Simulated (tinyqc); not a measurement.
Carrier lifetime from Shockley-Read-Hall, radiative, Auger and surface recombination: one step, computed by the program tinyqc.

Energies are counted from the top of the valence band. Boltzmann statistics, full ionisation, and equal excess densities of electrons and holes.

Question. Lifetimes at the given injection. With n = n_0 + dn, p = p_0 + dn and U/dn = 1/tau: (n p - n_i^2)/dn = n_0 + p_0 + dn = s; 1/tau_SRH = s/[tau_p0 (n + n1) + tau_n0 (p + p1)]; 1/tau_rad = B s; 1/tau_Aug = (C_n n + C_p p) s; the rates add, with 1/tau_s. Radiative efficiency = tau_eff/tau_rad; effective diffusion length = sqrt(D tau_eff).

Inputs (values chosen for the exercise, with bands modelled on CdTe): temperature T = 400 K; doping N = 4.6e+15 cm^-3; radiative coefficient B = 7.5e-11 cm^3/s; Auger coefficient C_n = 1.6e-31 cm^6/s; Auger coefficient C_p = 5.5e-32 cm^6/s; excess density dn = 1.9e+16 cm^-3; diffusion coefficient D = 9.5 cm^2/s.

Doping: p-type. Surface term: two equal surfaces.

n_0 = 185.3976 cm^-3

p_0 = 4.60e+15 cm^-3

tau_p0 = 1.725301e-07 s

n1 = 8.172316e+15 cm^-3

tau_n0 = 1.333332e-06 s

p1 = 104.3558 cm^-3

tau_s = 1.509539e-06 s

Give: tau_SRH at dn; tau_rad at dn; tau_Aug at dn; effective lifetime at dn; radiative efficiency at dn; effective diffusion length at dn.

Answer.

tau_SRH at dn = 1.532e-06 s

tau_rad at dn = 5.650e-07 s

tau_Aug at dn = 0.009768 s

effective lifetime at dn = 3.241e-07 s

radiative efficiency at dn = 0.5737

effective diffusion length at dn = 17.55 micrometre

Caution: beyond low injection D should be the ambipolar coefficient.
